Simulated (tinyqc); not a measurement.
# AlGaN/GaN HEMT with access regions, lumped model, step by step

Numbers from tinyqc (`OMP_NUM_THREADS=1 python tinyqc.py 2570156 2570157 out.jsonl`; about 0.03 s on one thread of a shared Intel Xeon 2.30GHz). Printed values are rounded.

A polarisation-induced electron sheet under a Schottky gate, in series with two ungated access regions and contacts. Drift law v = mu E/(1 + mu E/vs) under the gate. Currents in mA/mm, resistances in ohm mm. No self-heating, no channel-length modulation; fits for polarisation, barrier and offset are chosen for the exercise.

Inputs (values chosen for the exercise); values close to those of AlGaN/GaN structures: aluminium share of the barrier x = 0.2; barrier thickness d = 25 nm; relative permittivity of barrier and channel eps_r = 9.5; channel mobility mu = 1600 cm^2/(V s); saturation velocity vs = 1.2e7 cm/s; gate length Lg = 1.5 um; source access length Ls = 1.5 um; drain access length Ld = 2 um; resistance of each contact Rc = 0.51 ohm mm; share of the drain-access electrons removed by traps ft = 0; gate voltage Vg = 0 V; drain voltage Vd = 10 V; critical field Ec = 2.8 MV/cm; depth over which the depleted charge spreads te = 0.31 um; insulator under the field plate tf = 100 nm; relative permittivity of that insulator ei = 3.9.

Constants: q = 1.602176634e-19 C, eps0 = 8.8541878128e-14 F/cm where lengths are in cm. Results are converted to the units shown.

## Polarisation charge, threshold and sheet resistance

sigma = (5e13 x + 1.6e13 x^2) cm^-2, phiB = 0.84 + 1.3 x, dEc = 0.7 (1.71 x + x^2) in volts, Cb = eps0 eps_r/d, VT = phiB - dEc - q sigma/Cb, access density n0 = -Cb VT/q. Rsh = 1/(q mu n0); largest access current q n0 vs.

sigma = 1.064e13 cm^-2
Cb = 0.3364591 uF/cm^2
VT = -4.234036 V
n0 = 8.891529e12 cm^-2
Rsh = 438.7258 ohm
q n0 vs = 1709.496 mA/mm

## Iteration 1: drain current

I at the start = 510 mA/mm

Access resistance R(L, n) = L/(q mu n sqrt(1 - (I/(q n vs))^2)); Rs = Rc + R(Ls, n0), Rd = Rc + R(Ld, (1 - ft) n0). Vg' = Vg - I Rs, Vd' = Vd - I (Rs + Rd); with u = Vg' - VT, Vc = vs Lg/mu and w the smaller of Vd' and Vc [sqrt(1 + 2 u/Vc) - 1] (0 if negative), the channel gives (mu Cb/Lg)(u w - w^2/2)/(1 + w/Vc). I(new) is that channel current.

Rs = 1.199487 ohm mm
Rd = 1.429316 ohm mm
Vg' = -0.6117382 V
Vd' = 8.659311 V
channel current = 677.8094 mA/mm
I after iteration 1 = 677.8094 mA/mm

## Iteration 2: drain current

As before.

Rs = 1.226844 ohm mm
Rd = 1.465792 ohm mm
Vg' = -0.8315664 V
Vd' = 8.174906 V
channel current = 622.0328 mA/mm
I after iteration 2 = 622.0328 mA/mm

## Course of the iteration: drain current

Stop when I changes by less than 1e-6 mA/mm, or after 60 iterations. I must stay below q (1 - ft) n0 vs.

Course of the iteration:
```
iteration,I (mA/mm),|change| (mA/mm)
1,677.8094,168
2,622.0328,55.8
3,640.9242,18.9
4,634.5705,6.35
5,636.7123,2.14
6,635.9909,0.721
7,636.2340,0.243
8,636.1521,0.0819
9,636.1797,0.0276
10,636.1704,9.29e-3
11,636.1735,3.13e-3
12,636.1725,1.05e-3
13,636.1728,3.55e-4
14,636.1727,1.20e-4
15,636.1727,4.03e-5
16,636.1727,1.36e-5
17,636.1727,4.58e-6
18,636.1727,1.54e-6
19,636.1727,5.20e-7
```

Converged in 19 iterations. At the end each change is about 0.34 times the one before, with alternating sign: linear convergence. Of Vd, 83.0 % reaches the channel; the access current is 37 % of its limit.

## On-resistance and breakdown

sigma = (5e13 x + 1.6e13 x^2) cm^-2, phiB = 0.84 + 1.3 x, dEc = 0.7 (1.71 x + x^2) in volts, Cb = eps0 eps_r/d, VT = phiB - dEc - q sigma/Cb, access density n0 = -Cb VT/q. Ron = 2 Rc + Ls/(q mu n0) + Ld/(q mu (1 - ft) n0) + Lg/(mu Cb (Vg - VT)). Off state: a depleted stretch that holds the voltage V has the peak field sqrt(k V), k = 2 q n0/(eps0 eps_r te), so one edge holds V1 = Ec^2/k. The sheet under the plate pinches off at Vf = q n0 (1/Cb + tf/(eps0 ei)); beyond it the gate edge is screened. BV = V1 if Vf >= V1, else Vf + V1, and at most Ec Ld. Specific resistance Ron (Ls + Lg + Ld); figure of merit BV^2 over it.

Ron = 3.213629 ohm mm
Vf = 45.48874 V
V1 = 71.75187 V
BV = 117.2406 V
specific resistance = 0.1606814 mohm cm^2
figure of merit = 85.54418 MW/cm^2

The plate raises BV by a factor of 1.63.
